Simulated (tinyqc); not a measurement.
Comparisons within one model: temperature and isotope dependence of a band gap in oscillator models. A value that a table varies takes the place of the one given here.

E(T) = E0 - sum_i sl_i th_i n_i(T), n = 1/(exp(th/T) - 1). The same coupling lowers the gap at 0 K by the zero-point term ZP = sum_i sl_i th_i/2, so the gap of the static lattice is E0 + ZP. Thermal expansion is taken as part of the slopes.

Two-parameter forms are made to pass through the falls at the two temperatures T12: Varshni aV T^2/(T + bV), from the line T^2/fall = (T + bV)/aV; one oscillator s1 t1/(exp(t1/T) - 1), with t1 from the ratio of the falls.

Constants: kB = 8.617333262e-05 eV/K; hbar^2/2m0 = 3.80998211 eV angstrom^2.

Values chosen for the exercise (near those of Ge; shifted at random, so the results belong to these values and not to a real crystal):
```
symbol  value             unit   meaning
E0      0.751             eV     gap at 0 K
th      (107, 288)        K      temperatures of two oscillators
sl      (0.1221, 0.2849)  meV/K  their high-temperature slopes
T12     (150, 380)        K      temperatures of the fits
mm      0.42              m0     geometric mean of the density-of-states masses
T       200               K      temperature
```

## How far the fits carry

Falls of the gap from E0, and errors of the two fits against the model.

Results:
```
T (K)  fall (meV)  Varshni - model (meV)  one oscillator - model (meV)  fall/ZP
20           0.06                   0.61                         -0.06    0.001
50           2.00                   1.82                         -0.86    0.042
100         11.70                   1.65                         -0.55    0.246
200         43.94                  -1.38                          0.26    0.924
300         81.39                  -1.78                          0.26    1.711
400        120.41                   0.68                         -0.08    2.532
600        200.11                  11.31                         -1.15    4.208
800        280.64                  26.41                         -2.41    5.901
```

Below the first fit point the largest errors are +1.82 meV (Varshni, 50 K, on a fall of 2.00 meV) and -0.86 meV (one oscillator, 50 K); a T^2 law cannot freeze out; a single oscillator misses the soft modes. At 800 K, beyond the second fit point, they are +26.4 and -2.4 meV, so the oscillator extrapolates better here. The thermal fall equals ZP between 200 and 300 K.

## What the shift does to the intrinsic density

ni = 2 (mm kT/(4 pi c))^(3/2) exp(-E/2kT), c = hbar^2/2m0, with E(T) and with E0; 1 angstrom^-3 = 1e24 cm^-3. Apparent gap from an Arrhenius plot of ni/T^(3/2): E(T) - T dE/dT, dE/dT = -sum sl_i (th_i/T)^2 n_i (1 + n_i).

Results:
```
T (K)  E(T) (eV)  ni (cm^-3)  ni with E(T) / ni with E0  apparent gap (eV)
200       0.7071    4.59e+09                      3.578             0.7790
250       0.6886    5.95e+11                      4.252             0.7825
300       0.6696    1.62e+13                      4.827             0.7850
350       0.6502    1.79e+14                      5.317             0.7869
400       0.6306    1.12e+15                      5.736             0.7883
500       0.5909    1.55e+16                      6.410             0.7903
700       0.5107    3.53e+17                      7.330             0.7926
```

Using E0 in place of E(T) understates ni by a factor that rises from 3.58 to 7.33, towards exp(sum sl/2kB) = 10.6. The slope of an Arrhenius plot returns neither E(T) nor E0 but the intercept of the tangent, 0.7850 eV at 300 K, which lies 34 meV above E0 and tends to the static gap 0.7986 eV.

## What each parameter does

Gap at T, slope -sum sl_i (th_i/T)^2 n_i (1 + n_i) and ZP. Each row changes one parameter from the base and keeps the others.

Results:
```
case                         E(T) (eV)  dE/dT (meV/K)  ZP (meV)
base                            0.7071        -0.3596     47.56
T = 240 K                       0.6924        -0.3731     47.56
E0 = 0.761 eV                   0.7171        -0.3596     47.56
th = (107, 345) K               0.7112        -0.3429     55.68
sl = (0.1587, 0.2849) meV/K     0.7015        -0.3954     49.52
```

The largest shifts from the base row, up to three for each result and ties (the steps differ in size, so this ranks the rows, not the parameters). E(T) (eV): T -0.0147, E0 +0.0100, sl -0.0055. dE/dT (meV/K): sl -0.0357, th +0.0167, T -0.0135; unchanged at the printed digits by E0. ZP (meV): th +8.12, sl +1.96; unchanged at the printed digits by T and E0.

(tinyqc, `OMP_NUM_THREADS=1 python tinyqc.py 1880433 1880434 out.jsonl`, Intel(R) Xeon(R) Processor @ 2.30GHz, 1 thread, shared host, about 0.01 s.)
